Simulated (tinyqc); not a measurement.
Grain-boundary trapping model (Seto) of a polycrystalline semiconductor film: one step, computed by the program tinyqc.

Grains of equal size L are joined by thin boundaries with one trap level. Trapped carriers deplete a width W on each side and raise a barrier, crossed by thermionic emission. Dopants are fully ionised, statistics are non-degenerate and mu_g does not depend on T.

Task: Resistivity and effective mobility. Boundary: sigma_b = L e^2 n_0 exp(-e V_B/k_B T)/sqrt(2 pi m k_B T); rho = 1/sigma_b. Mean carrier density n_av = n_0 [(1 - 2W/L) + (2W/L) (sqrt(pi)/2) erf(y)/y], y = sqrt(e V_B/k_B T); effective mobility 1/(e n_av rho).

Inputs (values chosen for the exercise, modelled on polycrystalline silicon):
```
quantity,value,unit
effective mass m,0.28,m_0
grain size L,42,nm
doping N,2.1e+18,1/cm^3
temperature T,250,K
```

Grain interior: neglected.

depletion width W = 5.225535 nm

barrier V_B = 0.04434315 V

E_F = -0.05066725 eV

centre density n_0 = 2.10e+18 1/cm^3

Constants: k_B = 8.617333262e-05 eV/K; m_0 = 9.1093837015e-31 kg; k_B = 1.380649e-23 J/K; e = 1.602176634e-19 C.

Give: boundary resistivity; resistivity rho; mean carrier density; effective mobility.

Result:

boundary resistivity = 0.02573 ohm cm

resistivity rho = 0.02573 ohm cm

mean carrier density = 1.887e+18 1/cm^3

effective mobility = 128.6 cm^2/(V s)
